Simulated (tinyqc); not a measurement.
Sweeping the field: donor near an oxide interface in a gate field (two-state model).

Interface at z = 0 (hard wall), donor at z = d, field F pulling electrons to the interface: potential e F z; 1 kV/cm = 1e-5 eV/angstrom, c = hbar^2/2m0, q = e^2/(4 pi eps0), Q = (eps - eo)/(eps + eo). Donor state: E_D = e F d - ED - q Q/(4 eps d), the last term joining the images of ion and electron. Interface state: z exp(-b z/2) exp(-rho^2/(2 L^2)) with E_z = c b^2/(4 mz) + 3 e F/b + q Q b/(8 eps), minimised over b; in the plane at z = 3/b the ion (distance D = d - 3/b) and its image (D' = d + 3/b) give E_rho = c/(mt L^2) - (q/eps)(sqrt(pi)/L)[erfcx(D/L) + Q erfcx(D'/L)], erfcx(x) = exp(x^2) erfc(x), minimised over L. E_I = E_z + E_rho.

The two states couple by t = t0 exp(-D/aD) with t0 = q/(eps aD) (2 aD/L) sqrt(aD b/2) v, v a valley factor; this form is an estimate. With detuning u = E_D - E_I the splitting is sqrt(u^2 + 4 t^2) and the lower state has weight (1 - u/sqrt(u^2 + 4 t^2))/2 on the donor.

Constants: hbar^2/2m0 = 3.80998211 eV angstrom^2; e^2/(4 pi eps0) = 14.39964547 eV angstrom.

Parameters, chosen for this exercise (near those of a donor in Si below SiO2, static dielectric constants; the results hold for these values, not for the real material):
```
symbol  value                                                    unit      meaning
d       90                                                       angstrom  depth of the donor
ED      44.9                                                     meV       bulk binding energy
mz      0.931                                                    m0        mass across the interface
mt      0.193                                                    m0        mass in the plane
eps     11.4                                                               dielectric constant of the semiconductor
eo      3.9                                                                dielectric constant of the oxide
aD      14.1                                                     angstrom  donor radius
v       0.53                                                               valley factor
Fl      (74.639, 78.75, 80.394, 81.216, 82.038, 83.682, 87.792)  kV/cm     fields
```

Both levels, the splitting, the donor weight and the mean depth w d + (1 - w) 3/b.

Results:
```
F (kV/cm)  E_D (meV)  E_I (meV)  splitting (meV)  donor weight  mean depth (angstrom)
74.639        20.555     24.241             3.72         0.995                   89.7
78.750        24.255     25.647             1.48         0.972                   88.4
80.394        25.735     26.200            0.671         0.847                   81.1
81.216        26.474     26.474            0.480         0.500                   60.8
82.038        27.214     26.748            0.667         0.150                   40.3
83.682        28.694     27.291             1.48         0.026                   32.8
87.792        32.393     28.629             3.79         0.004                   31.0
```

E_D rises by 0.90 and E_I by 0.33 meV per kV/cm, so they cross once, near 81.2 kV/cm, where the splitting is 2t = 0.48 meV. The donor weight passes from 0.85 to 0.15 while the detuning goes from -2t to 2t, a window of 1.7 kV/cm or 2.1 % of the field; across the table the charge moves by 59 angstrom.

tinyqc: `OMP_NUM_THREADS=1 python tinyqc.py 1282240 1282241 out.jsonl`; about 0.09 s, one thread, shared Intel(R) Xeon(R) Processor @ 2.30GHz.
